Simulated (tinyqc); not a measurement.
Configuration-coordinate model of a defect: Huang-Rhys factor and luminescence line shape. From radiative lifetime back to transition dipole mu. Computed by tinyqc, a small Python program. Command: `OMP_NUM_THREADS=1 python tinyqc.py 3026454 3026455 out.jsonl ccline inv`. One thread of a shared host (Intel(R) Xeon(R) Processor @ 2.30GHz), about 0.08 s of CPU time with the checks.

Ground state E_g(Q) = (1/2) omega_g^2 Q^2; excited state E_e(Q) = E_0 + (1/2) omega_e^2 (Q - dQ)^2 with E_0 = E_ZPL - (hbar omega_e - hbar omega_g)/2. Q is mass-weighted; the dipole does not depend on Q (Condon approximation).

Inputs (values chosen for the exercise, for a model defect in a wide-gap host): zero-phonon energy E_ZPL = 2.05 eV; displacement dQ = 0.399 u^(1/2) angstrom; ground-state phonon hbar omega_g = 33.2 meV; excited-state phonon hbar omega_e = 31.4 meV; temperature T = 77 K; refractive index n_r = 1.96; quenching prefactor nu_0 = 2e+11 1/s.

Modes: different frequencies.

Constants: hbar^2/u = 4.18015928e-03 eV angstrom^2; hbar = 6.582119569e-16 eV s; e = 1.602176634e-19 C; eps_0 = 8.8541878128e-12 F/m; hbar = 1.054571817e-34 J s; c = 299792458 m/s; k_B = 8.617333262e-05 eV/K.

Method. S = hbar omega dQ^2/(2 hbar^2/u) for each state; relaxation energy S hbar omega; absorption at E_0 + S_e hbar omega_e, emission at E_0 - S_g hbar omega_g; the Stokes shift is their difference. The curves cross at the root Q_c nearest dQ; the barrier is (1/2) omega_e^2 (Q_c - dQ)^2, with (1/2) omega^2 = (hbar omega)^2/(2 hbar^2/u). k_r = n_r omega^3 mu^2/(3 pi eps_0 hbar c^3) at the vertical emission energy, without local-field correction; k_nr = nu_0 exp(-barrier/k_B T) (Mott-Seitz); yield = k_r/(k_r + k_nr); T_1/2 = barrier/(k_B ln(nu_0/k_r)).

Problem. A run gave the result below. Find the transition dipole mu, known to lie between 0.29 and 0.49 e angstrom.

radiative lifetime = 92.53389 ns

Solution.

Each step takes the trial c = (a f_b - b f_a)/(f_b - f_a), f being the result less the target and a, b, c the logarithms of the listed values; c replaces end b, the old b replaces a if the sign of f changed, and otherwise f_a is halved.

Scan of the range:
```
transition dipole mu (e angstrom)  radiative lifetime (ns)
0.290                                              191.052
0.316                                              160.907
0.345                                              134.992
0.377                                              113.049
0.411                                               95.118
0.449                                               79.699
0.490                                               66.920
```

False position (Illinois rule, in the logarithm of the input) inside the bracket:
```
step     end a     end b     trial  radiative lifetime (ns)
1     0.411000  0.449000  0.417137                  92.3400
2     0.411000  0.417137  0.416331                  92.6978
3     0.417137  0.416331  0.416700                  92.5337
4     0.416331  0.416700  0.416700                  92.5339
5     0.416331  0.416700  0.416700                  92.5339
6     0.416700  0.416700  0.416700                  92.5339
```

Radiative lifetime falls at every point of a 13-point scan of the range (every second point is shown), so one value fits; it is bracketed by 0.411 and 0.449. The scan shows a pure power law with exponent -2.000, so scaling from any one row also gives the answer directly. Answer: transition dipole mu = 0.4167 e angstrom.

Caution: the curves cross far outside the range of the harmonic model, so the barrier and T_1/2 have no quantitative meaning.
